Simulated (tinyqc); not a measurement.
p-n diode with diffusion and depletion-layer recombination: one step of the calculation.

Abrupt junction in the depletion approximation, low injection, full ionisation, neutral widths fixed, ohmic contact on the p side. Vj is the junction voltage; where a series resistance Rs is given, V = Vj + J Rs is the terminal voltage.

Task. New Vj. Diffusion current alone: J = J0 (exp(Vj/Vt) - 1), g = Vj + J Rs - V, g' = 1 + Rs J0 exp(Vj/Vt)/Vt, Vj(new) = Vj - g/g'.

Values chosen for this exercise; band and dielectric values close to those of indium phosphide: temperature T = 450 K; series resistance Rs = 0.032 ohm cm^2; terminal voltage V = 0.66 V.

Constants: q = 1.602176634e-19 C, kB = 1.380649e-23 J/K, Vt = kB T/q. Results are converted to the units shown.

Vj after iteration 1 = 0.78413427 V
J0 = J0n + J0p = 1.0387213e-8 A/cm^2

Wanted: J; g; g'; Vj after iteration 2.

Result.

J = 6.2866 A/cm^2
g = 0.32531 V
g' = 6.1878
Vj after iteration 2 = 0.73156 V

Computed by the program tinyqc: `OMP_NUM_THREADS=1 python tinyqc.py 2260066 2260067 out.jsonl`, one thread of a shared Intel Xeon 2.30GHz, about 0.01 s for the whole run.
